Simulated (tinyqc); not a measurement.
# Floating body of a partially depleted SOI transistor: body voltage and kink: effects of single changes

Source at 0 V. Channel current Ic = 2 nf K Vt^2 [F(0) - F(Vd)](1 + la Vd), F(V) = ln^2(1 + exp((Vg - VT - nf V)/(2 nf Vt))), VT = VT0 - gb Vb. Saturation voltage Vs = 2 Vt sqrt(F(0)) + 3 Vt, excess Ve = (Vd - Vs + sqrt((Vd - Vs)^2 + 0.0004 V^2))/2, multiplication M1 = Ai Ve exp(-Bl/Ve). Each junction passes D(v) = J1 (exp(v/Vt) - 1) + J2 (exp(v/(2 Vt)) - 1). Bipolar current Ib = bb J1 (exp(Vb/Vt) - 1). The body settles where M1 (Ic + Ib) = D(Vb) + D(Vb - Vd) + Vb/Rb; drain current Id = (1 + M1)(Ic + Ib) - D(Vb - Vd).

Parameters, values chosen for the exercise; values of the order met in partially depleted silicon-on-insulator transistors:

| symbol | value | unit | meaning |
|---|---|---|---|
| T | 300 | K | temperature |
| VT0 | 0.54 | V | threshold at zero body voltage |
| gb | 0.32 |  | fall of the threshold per volt of body voltage |
| nf | 1.17 |  | slope factor |
| K | 520 | uA/(V^2 um) | gain factor per width |
| la | 0.09 | 1/V | channel-length modulation factor |
| Ai | 1.68 | 1/V | impact-ionisation prefactor |
| Bl | 6.4 | V | impact-ionisation voltage |
| J1 | 1.8e-13 | uA/um | diffusion saturation current of each junction |
| J2 | 1.6e-8 | uA/um | recombination saturation current of each junction |
| bb | 1 |  | gain of the lateral bipolar transistor on the diffusion current |
| Rb | 1e9 | kohm um | resistance of a weak body tie to the source (1e9 stands for no tie, and the term is then dropped) |
| Vg | 1.11 | V | gate voltage |
| Vd | 2.5 | V | drain voltage |

Constants: q = 1.602176634e-19 C, kB = 1.380649e-23 J/K, Vt = kB T/q. Results are converted to the units shown.

Each table varies one quantity; the others keep the values above.

## Output curve and kink

Rows with more than one solution for Vb (latch) are left out; dId/dVd by a forward difference over 1e-4 V, swing = 1e-4 V over the change of log10 Id; M1 under 1e-12 is printed as 0.

Output curve and kink:

| Vd (V) | Vb (V) | M1 | Id, floating (uA/um) | Id, grounded (uA/um) | ratio | dId/dVd, floating (uS/um) | dId/dVd, grounded (uS/um) |
|---|---|---|---|---|---|---|---|
| 1.2 | 0.4994 | 2.248e-6 | 131.1 | 80.00 | 1.639 | 121.1 | 6.561 |
| 1.4 | 0.6317 | 7.112e-5 | 149.2 | 81.35 | 1.834 | 67.18 | 7.059 |
| 1.6 | 0.7000 | 7.213e-4 | 160.5 | 82.90 | 1.936 | 49.09 | 8.582 |
| 1.8 | 0.7439 | 0.003511 | 169.8 | 84.88 | 2.000 | 45.44 | 11.47 |
| 2 | 0.7752 | 0.01098 | 179.3 | 87.58 | 2.048 | 51.78 | 15.72 |
| 2.2 | 0.7990 | 0.02599 | 191.1 | 91.24 | 2.094 | 67.39 | 21.11 |

What does the comparison show?

Vb rises from 0.499 to 0.799 V and the ratio of the currents rises from 1.64 to 2.09. The output conductance with a floating body exceeds the grounded value by the largest factor among the rows, 18.5, at Vd = 1.2 V, where Vb = 0.499 V and M1 = 2.25e-6.

## Transfer curve and swing

Same model as above.

Transfer curve and swing:

| Vg (V) | Vb (V) | M1 | Id, floating (uA/um) | Id, grounded (uA/um) | ratio | swing, floating (mV/decade) | swing, grounded (mV/decade) |
|---|---|---|---|---|---|---|---|
| 0.09 | 0.2125 | 0.2898 | 4.217e-6 | 4.600e-7 | 9.167 | 33.00 | 72.17 |
| 0.19 | 0.5479 | 0.2886 | 0.004147 | 1.210e-5 | 342.8 | 38.88 | 69.85 |
| 0.29 | 0.6921 | 0.2791 | 0.3971 | 3.253e-4 | 1221 | 67.05 | 70.22 |
| 0.39 | 0.7573 | 0.2524 | 4.893 | 0.008305 | 589.2 | 132.7 | 72.54 |
| 0.49 | 0.7879 | 0.2191 | 17.62 | 0.1682 | 104.8 | 243.8 | 83.32 |
| 0.59 | 0.8042 | 0.1873 | 37.53 | 1.781 | 21.07 | 377.5 | 120.3 |
| 0.69 | 0.8140 | 0.1585 | 63.01 | 8.065 | 7.813 | 519.6 | 197.4 |
| 0.79 | 0.8201 | 0.1325 | 93.17 | 20.65 | 4.512 | 663.9 | 303.4 |
| 0.89 | 0.8238 | 0.1094 | 127.5 | 39.23 | 3.251 | 807.6 | 422.3 |

Read the table: what changes, and by how much?

Vb rises from 0.213 to 0.824 V. The smallest swing among the rows is 33.0 mV a decade with a floating body (at Vg = 0.09 V) and 69.8 with a grounded one; Vt ln 10 = 59.5. The floating swing is smaller by more than 3 % for Vg = 0.09, 0.19, 0.29 V, where the rising Vb lowers the threshold as Vg rises. In the first row the floating body raises the current by a factor of 9.17.

Range of the model: The multiplication law is an empirical form chosen for the exercise; self-heating and capacitive coupling to the body are left out, and the linear laws are rough once Vb passes about 0.7 V or M1 about 0.1.

Computed by the program tinyqc: `OMP_NUM_THREADS=1 python tinyqc.py 2182149 2182150 out.jsonl`, one thread of a shared Intel Xeon 2.30GHz, about 0.2 s for the whole run.
